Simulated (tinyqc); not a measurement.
Chemical shift by three methods: effective-mass impurity with a central-cell term, in a basis of Slater functions. Computed by tinyqc, a small Python program. Command: `OMP_NUM_THREADS=1 python tinyqc.py 3016147 3016148 out.jsonl centralcell walk`. One thread of a shared host (Intel(R) Xeon(R) Processor @ 2.30GHz), about 0.01 s of CPU time with the checks.

The envelope obeys H = -nabla^2 - (2/r) [Z + A exp(-kappa r)] in effective units, with kappa = a*/lambda; positive A deepens the well near the core.

Inputs (values chosen for the exercise, with mass and screening modelled on GaSb):
```
quantity                    value      unit
effective mass m           0.0383       m_0
dielectric constant eps      15.4         -
charge Z of the core            2         -
central-cell strength A        33         -
central-cell range lambda     2.4  angstrom
```

Impurity: donor, one isotropic band.

Constants: Ry = 13.605693123 eV; a_0 = 0.529177210903 angstrom.

Method:
- Units: Ry* = Ry m/eps^2 and a* = a_0 eps/m, with m in m_0.
- kappa = a*/lambda; the hydrogenic ground state is bound by Z^2 Ry*.
- For s functions exp(-zeta r), with s = zeta_i + zeta_j: S = 2/s^3, T = zeta_i zeta_j S, V = -2 Z/s^2, W = -2 A/(s + kappa)^2; each function is normalised by dividing by sqrt(S_ii S_jj).
- Large basis: zeta_i = 0.06 x 1.6^(i-1), i = 1..22, same formulas; for p functions r exp(-zeta r): S = 24/s^5, T = zeta_i zeta_j S (centrifugal term included), V = -12 Z/s^4, W = -12 A/(s + kappa)^4; overlap eigenvalues below 1e-11 are dropped.
- First order: shift = 8 A Z^3/(2 Z + kappa)^2 Ry*. One exponent: minimise zeta^2 - 2 Z zeta - 8 A zeta^3/(2 zeta + kappa)^2 by golden section on 0.2 to 6 Z. All shifts are the binding beyond Z^2 Ry*.

kappa = 88.6568 1/a*

Ry* = 2.19724 meV

hydrogenic binding energy = 8.78897 meV

Shift of the 1s binding energy (meV):
```
A       first order  one exponent  large basis
-33.00     -0.54053      -0.47998      -0.3687
-16.50     -0.27026      -0.25398      -0.2185
3.30        0.05405       0.05477       0.0568
8.25        0.13513       0.13974       0.1539
16.50       0.27026       0.28955       0.3588
33.00       0.54053       0.62593       1.0888
41.20       0.67484       0.81567       1.8444
```

What follows from these numbers?

The three columns are ordered, first order <= one exponent <= large basis, since each is a variational bound with more freedom. At the largest attractive A first order gives 37 % and one exponent 44 % of the shift; at the most repulsive A the true shift is -0.369 meV against -0.541. Attraction pulls the envelope in and feeds itself, repulsion pushes it out and saturates.

Extremes, crossings and ranges named in words are read from the listed rows.
